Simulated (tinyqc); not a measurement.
What moves the results: Shockley-Read-Hall recombination through one deep level. A value that a table varies takes the place of the one given here.

One level at Et with degeneracy 1: tn = 1/(sn vth Nt), tp = 1/(sp_ vth Nt), n1 = Nc exp((Et - Eg)/kT), p1 = Nv exp(-Et/kT), ni^2 = n1 p1. Equilibrium n0 = Nm, p0 = ni^2/Nm; n = n0 + dn, p = p0 + dn. U = (n p - ni^2)/(tp (n + n1) + tn (p + p1)), lifetime dn/U; emission rates en = sn vth n1, ep = sp_ vth p1.

Constants: kB = 8.617333262e-05 eV/K.

Values chosen for the exercise (gap and densities of states near those of Ge at this temperature; the results hold for these values, not for the real material):

| symbol | value | unit | meaning |
|---|---|---|---|
| E1 | 0.221 | eV | level (+1/0) above Ev |
| E2 | 0.416 | eV | level (0/-1) above Ev |
| gm | 2 |  | degeneracy of the middle state, the others 1 |
| T | 300 | K |  |
| Eg | 0.68 | eV | gap |
| Nc | 1e+19 | 1/cm^3 | conduction-band density of states |
| Nv | 5.21e+18 | 1/cm^3 | valence-band density of states |
| Nd | 9.4e+14 | 1/cm^3 | ionised shallow donors minus acceptors |
| Et | 0.221 | eV | recombination level above Ev |
| Nt | 9.5e+13 | 1/cm^3 | defects |
| sn | 1.6e-16 | cm^2 | electron capture cross-section |
| sp_ | 1.1e-14 | cm^2 | hole capture cross-section |
| vth | 24000000 | cm/s | thermal velocity, both carriers |
| Nm | 6.3e+15 | 1/cm^3 | equilibrium electrons for the lifetime steps |
| dn | 3.4e+16 | 1/cm^3 | excess pairs |

## Charge state against the Fermi level (deep level with several charge states)

Energies from Ev. The defect has charge states +1, 0, -1 with weights 1, gm exp((EF - E1)/kT), exp((2 EF - E1 - E2)/kT); the shares are the weights over their sum. Boltzmann carriers: n = Nc exp((EF - Eg)/kT), p = Nv exp(-EF/kT). Neutrality: p - n + Nd + Nt <q> = 0.

Shares:

| EF (eV) | +1 | 0 | -1 | <q> |
|---|---|---|---|---|
| 0.041 | 0.998 | 0.002 | 0.000 | 0.998 |
| 0.095 | 0.985 | 0.015 | 0.000 | 0.985 |
| 0.150 | 0.886 | 0.114 | 0.000 | 0.886 |
| 0.204 | 0.491 | 0.509 | 0.000 | 0.491 |
| 0.258 | 0.107 | 0.892 | 0.001 | 0.106 |
| 0.313 | 0.014 | 0.977 | 0.009 | 0.005 |
| 0.367 | 0.002 | 0.929 | 0.070 | -0.068 |
| 0.422 | 0.000 | 0.613 | 0.387 | -0.387 |
| 0.476 | 0.000 | 0.164 | 0.836 | -0.836 |
| 0.530 | 0.000 | 0.024 | 0.976 | -0.976 |
| 0.585 | 0.000 | 0.003 | 0.997 | -0.997 |
| 0.639 | 0.000 | 0.000 | 1.000 | -1.000 |

What can be read from the table?

Where the levels are several kT apart the middle state rules between about E1 - kT ln gm = 0.203 and E2 + kT ln gm = 0.434 eV; its largest share listed is 0.977. Each step spreads from 10 % to 90 % over 4.4 kT = 0.114 eV.

## Defects against doping (deep level with several charge states)

Nt takes the listed multiples of |Nd|; the resistivity uses mobilities of 1000 (electrons) and 300 (holes) cm^2/(V s), chosen for the exercise, and e = 1.602176634e-19 C.

Neutral state:

| Nt/\|Nd\| | EF (eV) | n (1/cm^3) | p (1/cm^3) | rho (ohm cm) |
|---|---|---|---|---|
| 0.01 | 0.4402 | 9.35e+14 | 2.10e+11 | 6.68 |
| 0.10 | 0.4388 | 8.89e+14 | 2.21e+11 | 7.02 |
| 0.30 | 0.4359 | 7.94e+14 | 2.48e+11 | 7.86 |
| 0.60 | 0.4316 | 6.71e+14 | 2.93e+11 | 9.30 |
| 0.90 | 0.4274 | 5.71e+14 | 3.44e+11 | 10.9 |
| 1.10 | 0.4247 | 5.15e+14 | 3.82e+11 | 12.1 |
| 1.50 | 0.4197 | 4.24e+14 | 4.63e+11 | 14.7 |
| 3.00 | 0.4053 | 2.42e+14 | 8.11e+11 | 25.7 |
| 10.00 | 0.3752 | 7.58e+13 | 2.59e+12 | 81.6 |

How do the results move?

EF goes from 0.440 to 0.375 eV and the resistivity from 6.68 to 81.6 ohm cm, with a largest value of 81.6. The largest move of EF, -0.030 eV, comes between Nt/|Nd| = 3 and 10; the levels lie at 0.221 and 0.416 eV. A defect can take up to one carrier of either sign, so the doping can be cancelled no earlier than Nt = |Nd|, there only if EF lies well beyond the level that takes the carriers and otherwise at larger Nt (mean charge -0.09 in the last row).

## Lifetime against injection

Recombination:

| dn (1/cm^3) | lifetime (microsecond) | U (1/(cm^3 s)) |
|---|---|---|
| 1.0e+11 | 0.4793 | 2.09e+17 |
| 1.0e+12 | 0.4796 | 2.09e+18 |
| 1.0e+13 | 0.4829 | 2.07e+19 |
| 1.0e+14 | 0.5152 | 1.94e+20 |
| 1.0e+15 | 0.7946 | 1.26e+21 |
| 1.0e+16 | 1.891 | 5.29e+21 |
| 1.0e+17 | 2.645 | 3.78e+22 |
| 1.0e+18 | 2.767 | 3.61e+23 |

What can be read from the table?

The lifetime rises from 0.4793 to 2.767 microsecond; tn + tp = 2.781. At low injection it is tp (1 + n1/n0) + tn p1/n0 with n1/Nm = 3.1e-05 and p1/Nm = 0.16: re-emission lengthens it to 12 times the minority capture time. Auger and radiative paths are left out; they cut in at the highest injections, and in a doped direct-gap crystal the radiative one counts at all injections. dn = dp neglects trapped charge, which matters where the traps hold a charge comparable with dn, at low injection and with very unequal cross sections.

## Where a level does most harm

Et takes the values listed; G = Nt en ep/(en + ep) in a depleted region; the lifetime is for dn = 1e11 1/cm^3.

Results:

| Et (eV) | lifetime (microsecond) | G (1/(cm^3 s)) |
|---|---|---|
| 0.041 | 464 | 6.72e+13 |
| 0.095 | 57.5 | 5.43e+14 |
| 0.150 | 6.89 | 4.55e+15 |
| 0.204 | 0.888 | 3.68e+16 |
| 0.258 | 0.145 | 2.97e+17 |
| 0.313 | 0.0525 | 2.48e+18 |
| 0.367 | 0.0418 | 1.64e+19 |
| 0.422 | 0.0430 | 1.00e+19 |
| 0.476 | 0.0636 | 1.32e+18 |
| 0.530 | 0.231 | 1.63e+17 |
| 0.585 | 1.64 | 1.94e+16 |
| 0.639 | 13.0 | 2.41e+15 |

What does this show?

Generation peaks where en = ep, at Eg/2 + (kT/2) ln(sp_ Nv/(sn Nc)) = 0.386 eV; the largest value listed is at 0.367 eV, and G falls by a decade for each 0.060 eV away from the peak. The lifetime is within a factor 2 of its minimum, 0.0418 microsecond, from 0.313 to 0.476 eV: recombination tolerates a wide range of Et, generation a narrow one.

## What moves lifetime and leakage

G = Nt en ep/(en + ep). Each row changes one parameter from the base and keeps the others.

Results:

| case | lifetime (microsecond) | G (1/(cm^3 s)) |
|---|---|---|
| base | 2.421 | 7.10e+16 |
| Et = 0.261 eV | 2.367 | 3.34e+17 |
| sn = 3.2e-16 cm^2 | 1.231 | 1.42e+17 |
| sp_ = 2.2e-14 cm^2 | 2.401 | 7.10e+16 |
| Nt = 4.75e+13 1/cm^3 | 4.843 | 3.55e+16 |
| Nm = 1.89e+16 1/cm^3 | 1.854 | 7.10e+16 |
| dn = 1.02e+17 1/cm^3 | 2.647 | 7.10e+16 |

How do the results move?

The largest shifts from the base row, up to three for each result and ties (the steps differ in size, so this ranks the rows, not the parameters). lifetime (microsecond): Nt +2.42, sn -1.19, Nm -0.567. G (1/(cm^3 s)): Et +2.63e+17, sn +7.10e+16, Nt -3.55e+16; unchanged at the printed digits by sp_, Nm and dn.

Program tinyqc; command `OMP_NUM_THREADS=1 python tinyqc.py 1681912 1681913 out.jsonl`; about 0.01 s on one thread of a shared Intel(R) Xeon(R) Processor @ 2.30GHz.
